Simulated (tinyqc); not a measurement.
# Energy and delay of logic against supply voltage, step by step

Numbers from tinyqc (`OMP_NUM_THREADS=1 python tinyqc.py 2082179 2082180 out.jsonl`; about 0.01 s on one thread of a shared Intel Xeon 2.30GHz). Printed values are rounded.

One expression serves below and above threshold: I(Vg) = Ik [ln(1 + exp((Vg - VT + dd V)/(al nf Vt)))]^al, with I_on = I(V) and I_off = I(0). Gate delay td = kd C V/I_on, clock period LD td. Per gate and cycle the switching energy is act C V^2 and the leakage energy I_off V LD td. No short-circuit current, no variation. Minima are sought above 0.09 V; below a few Vt gates no longer switch and the model has no meaning.

Inputs (values chosen for the exercise); values of the order met in logic technologies: temperature T = 300 K; threshold voltage at zero drain bias VT = 0.37 V; slope factor nf = 1.07; barrier lowering per volt of supply dd = 0.1; specific current of a gate Ik = 1.3 uA; exponent of the current law al = 1.8; load capacitance of a gate C = 1.7 fF; delay factor kd = 1; logic depth LD = 12; activity factor act = 0.2; supply voltage V = 0.59 V.

Constants: q = 1.602176634e-19 C, kB = 1.380649e-23 J/K, Vt = kB T/q. Results are converted to the units shown.

Range of the model: At a supply of a few Vt gates lose their noise margin, and variation, left out here, decides whether they work.

## Currents, delay and energies

I_on, I_off, td, clock frequency 1/(LD td), both energies and their sum.

I_on = 28.9516 uA
I_off = 0.0169985 nA
td = 34.6440 ps
clock frequency = 2.40542 GHz
switching energy = 118.354 aJ
leakage energy = 0.00416938 aJ
energy = 118.358 aJ

I_on/I_off = 1.70e6; leakage makes up 0.00352 % of the energy.

## Starting value

V = 0.09 V.

V at the start = 0.09 V

## Iteration 1: new V

Minimum-energy supply: E(V) is the energy per gate and cycle; with h = 0.001 V, E' = (E(V + h) - E(V - h))/(2 h), E'' = (E(V - h) - 2 E(V) + E(V + h))/h^2, V(new) = V - E'/E''.

E' = -27.4569 aJ/V
E'' = 337.949 aJ/V^2
V after iteration 1 = 0.171246 V

## Iteration 2: new V

As before.

E' = 86.4105 aJ/V
E'' = 1328.10 aJ/V^2
V after iteration 2 = 0.106182 V

## Course of the iteration

Stop when the step is below 1e-9 V, or after 40 iterations.

Course of the iteration:

| iteration | V before the step (V) | step (V) |
|---|---|---|
| 1 | 0.09 | 0.0812 |
| 2 | 0.171246 | -0.0651 |
| 3 | 0.106182 | 0.0104 |
| 4 | 0.116583 | -1.02e-3 |
| 5 | 0.115565 | -5.89e-6 |
| 6 | 0.115559 | -7.26e-10 |

Converged in 6 iterations. There leakage makes up 48.1 % of the energy and the clock runs at 0.0842 MHz.
